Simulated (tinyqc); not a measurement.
What each parameter does: pair of shallow donors (hydrogen-like orbitals).

Each donor has the orbital exp(-r/a); energy unit Ha* = q/(eps a), q = e^2/(4 pi eps0), so that a lone donor is bound by Ha*/2; x = R/a. One electron: S = (1 + x + x^2/3) exp(-x), j = 1/x - (1 + 1/x) exp(-2x), k = (1 + x) exp(-x); levels E(+/-) = -1/2 - (j +/- k)/(1 +/- S) in Ha*, without the repulsion of the ions, split by D = |E(-) - E(+)|.

Two electrons, Heitler-London: with S' = (1 - x + x^2/3) exp(x), C = 1/x - exp(-2x)(1/x + 11/8 + 3x/4 + x^2/6), X = (1/5){exp(-2x)(25/8 - 23x/4 - 3x^2 - x^3/3) + (6/x)[S^2 (0.5772157 + ln x) + S'^2 Ei(-4x) - 2 S S' Ei(-2x)]}, Q = C - 2j + 1/x and A = X - 2 S k + S^2/x, the singlet and triplet lie at (Q +/- w A)/(1 +/- w S^2) from two lone donors, with the valley weight w = 1 (one valley); the exchange is J = triplet - singlet.

Constants: e^2/(4 pi eps0) = 14.39964547 eV angstrom.

Parameters, chosen for this exercise (out of a larger set: near those of two donors in GaN; not measured data):
- a = 23.2 angstrom (orbital radius)
- eps = 9.2 (dielectric constant)
- R = 152 angstrom (separation)

x, D = |E(-) - E(+)| and J.

Results for these values:
```
case      x  D (meV)  J (micro-eV)
base  6.552   0.8128          24.5
```

What happens to each result for R = 175 angstrom, all else kept?

Answer: x rises from 6.552 to 7.543; D falls from 0.8128 to 0.3500; J falls from 24.5 to 4.61.

The same for each parameter in turn:
```
case                   x  D (meV)  J (micro-eV)
base               6.552   0.8128          24.5
a = 25.5 angstrom  5.961    1.207          59.0
eps = 10.1         6.552   0.7404          22.3
R = 175 angstrom   7.543   0.3500          4.61
```

tinyqc: `OMP_NUM_THREADS=1 python tinyqc.py 1282485 1282486 out.jsonl`; about 0.01 s, one thread, shared Intel(R) Xeon(R) Processor @ 2.30GHz.
